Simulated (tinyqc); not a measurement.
Tersoff bond-order potential: one step, computed by the program tinyqc.

E = (1/2) sum_(i, j != i) [A exp(-lambda r_ij) - b_ij B exp(-mu r_ij)], b_ij = (1 + (beta zeta_ij)^n)^(-1/(2n)), zeta_ij = sum_(k != i, j) g(theta_ijk), g = 1 + c^2/d^2 - c^2/(d^2 + (h - cos theta)^2), with theta at atom i. Only nearest neighbours count (cut-off function 1 for them, 0 beyond).

Task: An open trimer. Atom 1 binds atoms 2 and 3, which do not interact. b_12 = b_13 follow from zeta = g(theta); b_21 = b_31 = 1. E = sum over the two bonds of A exp(-lambda r) - (b + 1)/2 B exp(-mu r).

Inputs (values chosen for the exercise, modelled on carbon):
```
quantity                  value        unit
A                        1394.1          eV
B                        345.84          eV
lambda                   3.4879  1/angstrom
mu                       2.2119  1/angstrom
beta                   1.55e-07           -
n                        0.7232           -
c                         39110           -
d                         4.283           -
h                       -0.5622           -
bond length r_12           1.61    angstrom
bond length r_13            1.6    angstrom
angle theta at atom 1      94.4     degrees
```

Give: g(theta); bond order b_12; repulsive terms; attractive terms B exp(-mu r); energy of the trimer.

Result:

g(theta) = 1.058e+06

bond order b_12 = 0.8475

repulsive terms (eV): 5.076  5.256

attractive terms B exp(-mu r) (eV): 9.82  10.04

energy of the trimer = -8.021 eV

g is least (g = 1) at cos theta = h, 124.2 degrees, wider than the tetrahedral 109.47.
